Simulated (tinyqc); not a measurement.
Six-band k.p model of the valence band of a wurtzite crystal, step by step. Values are carried at full precision from step to step, so a last printed digit may differ when a step is redone from the rounded ones.

At k = 0: E1 = D1c + D2c + Te + Le (pure HH); E2, E3 = Le + u +/- sqrt(u^2 + 2 D3c^2), u = (D1c - D2c + Te)/2, D1c = Dcr, D2c = D3c = Dso/3. The weight of LH in state 2 is fL = (E2 - Le)^2/((E2 - Le)^2 + 2 D3c^2). Relative strengths of transitions to the conduction band: for E perpendicular to c (TE) 1/2, fL/2, (1 - fL)/2; for E along c (TM) 0, 1 - fL, fL, with one momentum element for both directions.

Constants: hc = 1239.841984 eV nm; hbar^2/2m0 = 3.80998211 eV angstrom^2.

Values chosen for the exercise (of the order of those of hexagonal CdSe; shifted at random, so the results belong to these values and not to a real crystal): Dcr = 0.0314 eV (crystal-field splitting); Dso = 0.434 eV (spin-orbit splitting); e_par = -0.0215 (exx = eyy of a c-plane layer); D1 = -0.98 eV; D2 = 1.02 eV; D3 = 3.87 eV; D4 = -2.12 eV; C13 = 38 GPa; C33 = 81 GPa; Eg = 1.849 eV (direct gap at Gamma from the top of the unstrained valence band); a1 = -0.79 eV (gap potential along c); a2 = -3.58 eV (gap potential in the plane); A1 = -5.15; A2 = -0.41; A3 = 4.55; A4 = -1.27; A5 = -1.24; A6 = -0.28; kt = 0.068 1/angstrom (in-plane wave vector); kz = 0 1/angstrom (wave vector along c); kmax = 0.05 1/angstrom (end of the path).

## Edges without strain

Set Le = Te = 0.

E1, E2, E3 without strain (eV): [0.1761, 0.1557, -0.2689]

fL = 0.3666

edges from the top (eV): [0.0000, -0.0204, -0.4450]

The top is state 1 (HH), TE light alone.

## Strain terms

Strain of a c-plane layer: exx = eyy = e_par, ezz = -2 (C13/C33) e_par; Le = D1 ezz + D2 (exx + eyy), Te = D3 ezz + D4 (exx + eyy).

Form ezz, Le and Te.

ezz = 0.020173
Le (strain shift of all three valence states) = -0.06363 eV
Te (further shift of HH and LH) = 0.16923 eV

## Edges and polarisation under strain

Use Le and Te.

E1, E2, E3 under strain (eV): [0.2817, 0.1708, -0.2421]

fL = 0.5678

Relative strengths:
```
state     TE     TM
1      0.500  0.000
2      0.284  0.432
3      0.216  0.568
```

The top is state 1 (HH), TE light alone; the next state lies 110.8 meV lower.

## Transition energies

Conduction edge: Ec = (top of the unstrained valence band) + Eg + (a1 + D1) ezz + (a2 + D2)(exx + eyy).

Ec minus each strained valence edge (state 1 is HH, states 2 and 3 are mixtures of LH and CH); wavelength hc/E of the lowest.

Ec = 2.0994 eV

transitions to states 1, 2, 3 (eV): [1.8178, 1.9286, 2.3416]

wavelength = 682.1 nm

Strain moves the lowest transition by -31 meV. The deformation potentials of this set are rough, and this small net shift can differ from measurement even in sign.

## The block at one k

Block form of the six-band Hamiltonian (electron energies, z along c, kt the in-plane wave vector, c0 = hbar^2/2m0): H = [[F, K, -iW], [K, G, D - iW], [iW, D + iW, L]] in the basis HH, LH, CH; the other block is its conjugate and has the same levels. F = D1c + D2c + L + T, G = D1c - D2c + L + T, D = sqrt(2) D3c, with D1c = Dcr, D2c = D3c = Dso/3; L = c0 (A1 kz^2 + A2 kt^2) + Le, T = c0 (A3 kz^2 + A4 kt^2) + Te, K = c0 A5 kt^2, W = c0 A6 kt kz. The zero of energy is the CH state without spin-orbit coupling and strain; the term linear in k is left out.

Fill in the matrix.

H(k) (eV), rows HH, LH, CH and columns alike:
$$\begin{pmatrix}
0.2521 & -0.0218 & 0 \\
-0.0218 & -0.0373 & 0.2046 \\
0 & 0.2046 & -0.0709
\end{pmatrix}$$

## Levels and weights

H is one of the two 3 x 3 blocks into which the six-band matrix falls, in the basis HH, LH, CH of the unmixed zone-centre states. Diagonalise it.

levels from the top (eV): [0.2550, 0.1487, -0.2598]

weights, rows HH, LH, CH; columns top, second, third:
$$\begin{pmatrix}
0.976 & 0.023 & 0.001 \\
0.017 & 0.523 & 0.460 \\
0.007 & 0.454 & 0.539
\end{pmatrix}$$

## Bands in the plane and along c

Six points from 0 to kmax each way.

Levels (eV):
```
|k| (1/angstrom)  top, in plane  second    third  top, along c  second, along c  third, along c
0.000                    0.2817  0.1708  -0.2421        0.2817           0.1708         -0.2421
0.010                    0.2810  0.1704  -0.2425        0.2814           0.1699         -0.2434
0.020                    0.2791  0.1691  -0.2436        0.2808           0.1670         -0.2470
0.030                    0.2760  0.1669  -0.2455        0.2796           0.1622         -0.2532
0.040                    0.2718  0.1637  -0.2481        0.2780           0.1557         -0.2620
0.050                    0.2665  0.1594  -0.2515        0.2760           0.1475         -0.2736
```

Along c the HH state has the mass -1/(A1 + A3) = 1.67 and the CH state -1/A1 = 0.194; in the plane, far from the edge, the masses tend to -1/(A2 + A4 - A5) = 2.27, -1/(A2 + A4 + A5) = 0.342 and -1/A2 = 2.44.

## Checks

- Closed-form edges against the diagonalisation at k = 0: they agree to 1e-10 or better.

Run: tinyqc, `OMP_NUM_THREADS=1 python tinyqc.py 1080068 1080069 out.jsonl`; Intel(R) Xeon(R) Processor @ 2.30GHz, one thread, shared host; about 0.01 s of CPU time with all checks.
